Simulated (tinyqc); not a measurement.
Wannier exciton and Elliott formula, step by step. Values are carried at full precision from step to step, so a last printed digit may differ when a step is redone from the rounded ones.

Constants: Ry = 13.60569312 eV; a0 (Bohr radius) = 0.5291772105 angstrom; hbar^2/2m0 = 3.80998211 eV angstrom^2; kB = 8.617333262e-05 eV/K; e/hbar = 1.519267448e-05 1/(T angstrom^2); muB = 5.788381798e-05 eV/T.

Values chosen for the exercise (near those of InGaAs; the results hold for these values, not for the real material):
```
symbol  value   unit         meaning
me      0.042   m0           electron mass
mh      0.096   m0           hole mass
eps     14.4                 dielectric constant
Eg      0.799   eV           gap
N       0.0003  x 1e16/cm^3  density of pairs
T       20      K            temperature
B       0.63    T            magnetic field
```

## Exciton units

1/mu = 1/me + 1/mh, Ry* = Ry mu/eps^2, a* = a0 eps/mu.

mu = 0.02922 m0
Ry* = 1.917 meV
a* = 260.81 angstrom

## Hydrogen-like series

Binding Ry*/n^2 in three dimensions and Ry*/(n - 1/2)^2 in two; strengths relative to n = 1 go as 1/n^3 and (1/2)^3/(n - 1/2)^3. Lines at Eg less the binding.

Series:
```
n,3D binding (meV),3D line (eV),3D strength,2D binding (meV),2D line (eV),2D strength
1,1.92,0.7971,1.0000,7.67,0.7913,1.0000
2,0.48,0.7985,0.1250,0.85,0.7981,0.0370
3,0.21,0.7988,0.0370,0.31,0.7987,0.0080
4,0.12,0.7989,0.0156,0.16,0.7988,0.0029
```

## Free pairs and excitons

Saha balance n^2/n_x = K = (mu kB T/(4 pi c))^(3/2) exp(-Ry*/kB T) with n + n_x = N, 1s excitons only, equal spin counts for excitons and free pairs; free share f = 2/(1 + sqrt(1 + 4N/K)); c = hbar^2/2m0, Ry* = Ry mu/eps^2, 1/mu = 1/me + 1/mh, 1/angstrom^3 = 1e24/cm^3.

Give K and f.

K = 0.03546 x 1e16/cm^3
free share = 0.9917

N a*^3 = 5.3e-05, below the Mott range of about 0.01 to 0.02.

## Diamagnetic shift

For the 1s state dE = (e B)^2 <x^2 + y^2>/(8 mu m0) = c ((e/hbar) B)^2 a*^2/(2 mu), c = hbar^2/2m0; it holds while gamma = muB B/(mu Ry*) is small.

dE = 0.4063 meV
gamma = 0.651

gamma is not small, so the true shift falls below this value and turns linear in B.

## Checks

- 1s binding from the radial equation by finite differences against Ry*, meV: both 1.92.

(tinyqc, `OMP_NUM_THREADS=1 python tinyqc.py 1281366 1281367 out.jsonl`, Intel(R) Xeon(R) Processor @ 2.30GHz, 1 thread, shared host, about 0.01 s.)
